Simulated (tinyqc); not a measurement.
Closable height against the size of the gap: wafer bonding and layer transfer: bond energy, gap closing, particles, bonding of dissimilar wafers and hydrogen blisters. Computed by tinyqc, a small Python program. Command: `OMP_NUM_THREADS=1 python tinyqc.py 3022086 3022087 out.jsonl bond walk`. One thread of a shared host (Intel(R) Xeon(R) Processor @ 2.30GHz), about 0.01 s of CPU time with the checks.

gamma is the energy per area of each of the two surfaces; plates are isotropic.

Inputs (values chosen for the exercise, with wafer 1 close to silicon):

| quantity | value | unit |
|---|---|---|
| Young's modulus E1 | 139 | GPa |
| Young's modulus E2 | 84.4 | GPa |
| Poisson ratio nu | 0.23 | - |
| thickness t1 | 625 | micrometre |
| thickness t2 | 500 | micrometre |
| blade thickness t_b | 230 | micrometre |
| crack length L | 15 | mm |

Pair: two different wafers.

Method. Two cantilevers opened by t_b: gamma = 3 t_b^2 E1 t1^3 E2 t2^3/(16 L^4 (E1 t1^3 + E2 t2^3)). E' = E1/(1 - nu^2), equal wafers of thickness t1 assumed. A gap of radius R closes if h_g < h_c: h_c = R^2/sqrt((2/3) E' t1^3/gamma) for R > 2 t1 (plate bending), h_c = 3.6 sqrt(R gamma/E') for R < 2 t1 (local deformation).

bond energy gamma = 1.57681 J/m^2

Gap closing:

| R (mm) | regime | h_c (nm) | slope h_c/R |
|---|---|---|---|
| 1.00e-04 | local | 3.7315e+00 | 0.037315 |
| 1.00e-03 | local | 1.1800e+01 | 0.011800 |
| 1.00e-02 | local | 3.7315e+01 | 0.003731 |
| 1.00e-01 | local | 1.1800e+02 | 0.001180 |
| 5.00e-01 | local | 2.6386e+02 | 0.000528 |
| 2.00e+00 | plate | 1.0277e+03 | 0.000514 |
| 5.00e+00 | plate | 6.4231e+03 | 0.001285 |
| 2.00e+01 | plate | 1.0277e+05 | 0.005138 |
| 5.00e+01 | plate | 6.4231e+05 | 0.012846 |

What does the comparison show, and why?

Roughness of 100 nm scale may be 3.7 nm in half height, waviness of radius 5 cm as much as 640 micrometre: h_c goes as R^(1/2) when the wafer deforms locally and as R^2 when it bends. The allowed slope is least near R = 2 t1, so defects about 4 t1 wide are the hardest to close; bow matters little.

Extremes, crossings and ranges named in words are read from the listed rows.
